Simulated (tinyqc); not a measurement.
Thickness, silicon consumed, volume change, sheet resistance: thermodynamics of metal silicides: hull, first phase, silicon consumed, nucleation and stability against SiO2. Computed by tinyqc, a small Python program. Command: `OMP_NUM_THREADS=1 python tinyqc.py 3017735 3017736 out.jsonl silphase walk`. One thread of a shared host (Intel(R) Xeon(R) Processor @ 2.30GHz), about 0.01 s of CPU time with the checks.

Entropies of formation of the solids are neglected, so heats stand for free energies. Si fractions: M2Si 0.3333, MSi 0.5000, MSi2 0.6667.

Inputs (values chosen for the exercise, of the order of those of cobalt silicides for heats and volumes only): molar volume of M = 6.67 cm^3/mol; molar volume of Si = 12.06 cm^3/mol; metal thickness t = 26 nm.

Phases: M2Si, MSi, MSi2.

volumes of the three phases per mole of M (cm^3/mol): [9.84, 13.2, 23.1]

resistivities of the three phases (microohm cm): [55, 29, 24]

Method. Per phase M_a Si_b, for ample silicon (not limited to t_Si): silicide thickness = t V/V_M; silicon consumed = t (b/a) V_Si/V_M; net volume change = V/(V_M + (b/a) V_Si) - 1; the top surface lies (silicide thickness - silicon consumed) above the old interface; sheet resistance = resistivity/thickness.

Films:
```
phase  thickness (nm)  Si consumed (nm)  volume change (%)  top above old interface (nm)  sheet resistance (ohm)
M2Si           38.357            23.505            -22.520                        14.852                  14.339
MSi            51.454            47.010            -29.525                         4.444                   5.636
MSi2           90.045            94.021            -24.976                        -3.976                   2.665
```

silicon consumed by MSi = 47.010 nm

sheet resistance of MSi = 5.6361 ohm

For a given sheet resistance the silicon consumed goes as resistivity x (b/a)/V: M2Si 2.79, MSi 2.20, MSi2 2.08. It is least for MSi2, which matters on shallow junctions and thin silicon. All three reactions shrink the total volume.

Extremes, crossings and ranges named in words are read from the listed rows.
